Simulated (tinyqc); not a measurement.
# Worked calculation: read current of a NAND string, cells in series solved by shooting

Program tinyqc, `OMP_NUM_THREADS=1 python tinyqc.py 2142157 2142158 out.jsonl`; Intel Xeon 2.30GHz, shared host, one thread, about 0.8 s. Printed values are rounded.

Cells in series, numbered from 0 at the source line (0 V) to the bit line, each followed by a gap resistance Rg. A cell with gate Vg, threshold VT, source Vs and drain Vd passes I = 2 nf K Vt^2 [F(Vs) - F(Vd)]/(1 + th max(Vg - VT, 0)), F(V) = ln^2(1 + exp((Vg - VT - nf V)/(2 nf Vt))). The selected cell has Vg = Vr, the others Vg = Vp.

Inputs (values chosen for the exercise); values of the order met in vertical NAND strings:

| symbol | value | unit | meaning |
|---|---|---|---|
| T | 300 | K | temperature |
| K | 7.4 | uA/V^2 | gain factor of a cell |
| nf | 1.3 |  | slope factor |
| th | 0.17 | 1/V | mobility reduction factor |
| Rg | 5.5 | kohm | resistance of the gap between cells |
| Vbl | 0.7 | V | bit-line voltage |
| Vp | 6 | V | pass voltage |
| Vr | 3.93 | V | read voltage on the selected word line |

Constants: q = 1.602176634e-19 C, kB = 1.380649e-23 J/K, Vt = kB T/q. Results are converted to the units shown.

## Step 1: node voltages for a trial current

first trial current = 0.98 uA
thresholds from the source end, cell 0 to 4 (V): [3.4, -1, 2.2, 3.4, 3.4]

For a trial current I start at 0 V and, cell by cell (the selected one is cell 2), solve for the drain: sqrt(F(Vd)) = sqrt(F(Vs) - I/k), k = 2 nf K Vt^2/(1 + th max(Vg - VT, 0)), Vd = [Vg - VT - 2 nf Vt ln(exp(sqrt F) - 1)]/nf, then add I Rg.

node voltage after each cell and gap, trial 1, cell 0 to 4 (V): [0.08023968, 0.1278569, 0.2483471, 0.3397095, 0.4360690]

## Step 2: node voltages for a trial current

second trial current = 1.4 uA

As before.

node voltage after each cell and gap, trial 2, cell 0 to 4 (V): [0.1155343, 0.1840725, 0.3698351, 0.5117960, 0.6679081]

## Course of the secant iteration

Secant steps on the end voltage less Vbl, from the two trials; a trial above the saturation current of a cell has no solution and is moved halfway to the previous trial. Stop below 1e-9 V.

Course of the iteration:
```
iteration    I (uA)  end voltage - Vbl (V)  halvings
1          1.458138                3.46e-3         0
2          1.452476               -4.54e-5         0
3          1.452549               -6.43e-8         0
4          1.452549               1.19e-12         0
```

Converged in 4 iterations to I = 1.4525 uA. The selected cell takes 26.7 % of the bit-line voltage and the gaps together 5.71 %.
